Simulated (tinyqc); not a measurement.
# Worked calculation: thermoelectric coefficients of a parabolic band, Landauer integrals

Program tinyqc, `OMP_NUM_THREADS=1 python tinyqc.py 2800129 2800130 out.jsonl`; Intel Xeon 2.30GHz, shared host, one thread, about 0.1 s. Printed values are rounded.

Bulk parabolic band, x = (E - Ec)/kB T, C = hbar^2/(2 m0), kB T in eV. Modes per area gv m kB T x/(4 pi C) times the back-scattering length l0 x^rr give the transport function s0 X(x), s0 = (2 q^2/h) gv m kB T l0/(4 pi C), X = x^(1 + rr). I_k = int X (x - eta)^k w dx, w = 1/(4 cosh^2((x - eta)/2)).

Parameters, values chosen for the exercise:
```
symbol  value     unit                             meaning
T         500        K                         temperature
m        0.73       m0                  mass of one valley
gv          6                                      valleys
l0        4.6       nm     back-scattering length at x = 1
rr          1               energy exponent of that length
kL        6.6  W/(m K)        lattice thermal conductivity
eta       2.1           reduced Fermi level (EF - Ec)/kB T
xa          0                        lower end of the grid
xe         14                        upper end of the grid
nE         17                           points of the grid
```

Constants: q = 1.602176634e-19 C, kB = 1.380649e-23 J/K, hbar = 1.054571817e-34 J s, h = 6.62607015e-34 J s, m0 = 9.1093837015e-31 kg, Vt = kB T/q, hbar^2/(2 m0) = 0.0380998212 eV nm^2. Results are converted to the units shown.

Range of the model: Parabolic bands, elastic scattering and a fixed kL make these model figures, not those of a material.

## The three integrals on a coarse grid

Simpson's rule on nE equally spaced points from xa to xe.

```
point         x          X            w          X w
0       0.00000          0   0.09719470            0
1       0.87500  0.7656250    0.1755025    0.1343691
2       1.75000   3.062500    0.2424974    0.7426483
3       2.62500   6.890625    0.2335350     1.609202
4       3.50000      12.25    0.1586849     1.943890
5       4.37500   19.14062   0.08452574     1.617875
6       5.25000   27.56250   0.03940279     1.086039
7       6.12500   37.51562   0.01724192    0.6468415
8       7.00000         49  0.007336906    0.3595084
9       7.87500   62.01562  0.003085015    0.1913191
10      8.75000   76.56250  0.001290680   0.09881766
11      9.62500   92.64062  5.388472e-4   0.04991914
12     10.50000   110.2500  2.247662e-4   0.02478048
13     11.37500   129.3906  9.372108e-5   0.01212663
14     12.25000   150.0625  3.907303e-5  0.005863396
15     13.12500   172.2656  1.628880e-5  0.002806001
16     14.00000        196  6.790313e-6  0.001330901
```

I_0, I_1, I_2 on this grid: 7.461493  15.02291  52.67781

Converged values are 7.4621, 15.041 and 52.960; the grid is within 0.01 % of the first and 0.53 % below the last.

## Coefficients of the electrons

converged I_0, I_1, I_2: 7.462071  15.04070  52.95993

sigma = s0 I_0, S = -(kB/q) I_1/I_0, Lorenz number L = (kB/q)^2 [I_2/I_0 - (I_1/I_0)^2], kappa_e = L sigma T.

s0 = 1404.872 S/cm
sigma = 10483.26 S/cm
S = -173.6927 uV/K
L = 2.253366 x 1e-8 V^2/K^2
kappa_e = 11.81130 W/(m K)

L is 7.8 % below the Sommerfeld value (pi^2/3)(kB/q)^2 = 2.443e-8 V^2/K^2. The Mott formula -(pi^2/3)(kB/q)(1 + rr)/eta gives -270 uV/K, 55 % above S in size.

## Power factor and figure of merit

Power factor S^2 sigma, ZT = S^2 sigma T/(kappa_e + kL).

power factor = 31.62709 mW/(m K^2)
ZT = 0.8589042
electronic share of kappa = 64.15246 %
